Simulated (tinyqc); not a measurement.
MP2 on RHF in the sto-3g basis, for H4, spin multiplicity 1, step by step. One step of it, computed by the program tinyqc.

Problem. Second-order Moller-Plesset energy. E2 = sum_ijab (ia|jb) [2 (ia|jb) - (ib|ja)] / (e_i + e_j - e_a - e_b) over occupied i, j and virtual a, b; the opposite-spin part is (ia|jb)^2 / denominator, the rest is same-spin, and SCS-MP2 scales them by 6/5 and 1/3.

orbital energies (hartree): MO1 -0.577957, MO2 -0.425760, MO3 0.340995, MO4 0.729642

Two-electron integrals over orbitals (pq|rs), unique and non-zero (hartree):
```
(11|11) 0.456269    (21|11) -0.000427   (21|21) 0.184444    (22|11) 0.431681
(22|21) 0.000355    (22|22) 0.442315    (31|11) -0.057445   (31|21) -0.000175
(31|22) 0.002515    (31|31) 0.108121    (32|11) -0.000322   (32|21) 0.079012
(32|22) 0.000154    (32|31) 0.000170    (32|32) 0.113408    (33|11) 0.433647
(33|21) 0.000288    (33|22) 0.433845    (33|31) -0.009080   (33|32) 0.000113
(33|33) 0.451885    (41|11) 0.000191    (41|21) -0.028829   (41|22) -0.000042
(41|31) -0.000196   (41|32) 0.070644    (41|33) -0.000023   (41|41) 0.091743
(42|11) -0.064971   (42|21) -0.000151   (42|22) -0.011576   (42|31) 0.103538
(42|32) 0.000209    (42|33) -0.009168   (42|41) -0.000166   (42|42) 0.109104
(43|11) -0.000394   (43|21) 0.178036    (43|22) 0.000378    (43|31) -0.000156
(43|32) 0.080776    (43|33) 0.000320    (43|41) -0.026498   (43|42) -0.000151
(43|43) 0.190188    (44|11) 0.477124    (44|21) -0.000342   (44|22) 0.453755
(44|31) -0.061949   (44|32) -0.000309   (44|33) 0.466176    (44|41) 0.000184
(44|42) -0.071687   (44|43) -0.000339   (44|44) 0.524091
```

Hartree-Fock energy = -2.13222412 hartree

Give: Terms; Pair energies; MP2 correlation energy; SCS-MP2 correlation energy; MP2 total energy.

Solution.

Terms:
```
i  j  a  b    (ia|jb)    (ib|ja)  denominator       term
2  2  3  3     0.1134     0.1134      -1.5335    -0.0084
1  2  3  4     0.1035     0.0706      -2.0744    -0.0068
2  1  4  3     0.1035     0.0706      -2.0744    -0.0068
1  1  3  3     0.1081     0.1081      -1.8379    -0.0064
2  2  4  4     0.1091     0.1091      -2.3108    -0.0052
1  1  4  4     0.0917     0.0917      -2.6152    -0.0032
1  2  4  3     0.0706     0.1035      -2.0744    -0.0013
2  1  3  4     0.0706     0.1035      -2.0744    -0.0013
2  2  3  4   2.09e-04   2.09e-04      -1.9222  -2.26e-08
2  2  4  3   2.09e-04   2.09e-04      -1.9222  -2.26e-08
1  1  4  3  -1.96e-04  -1.96e-04      -2.2266  -1.72e-08
1  1  3  4  -1.96e-04  -1.96e-04      -2.2266  -1.72e-08
2  1  3  3   1.70e-04   1.70e-04      -1.6857  -1.72e-08
1  2  3  3   1.70e-04   1.70e-04      -1.6857  -1.72e-08
1  2  4  4  -1.66e-04  -1.66e-04      -2.4630  -1.12e-08
2  1  4  4  -1.66e-04  -1.66e-04      -2.4630  -1.12e-08
```

Pair energies (hartree; pair i-j sums ij and ji):
```
pair  opposite spin  same spin
1-1         -0.0096          0
2-1         -0.0151    -0.0010
2-2         -0.0135          0
```

MP2 correlation energy = -0.039308 hartree

SCS-MP2 correlation energy = -0.046266 hartree

MP2 total energy = -2.171532 hartree
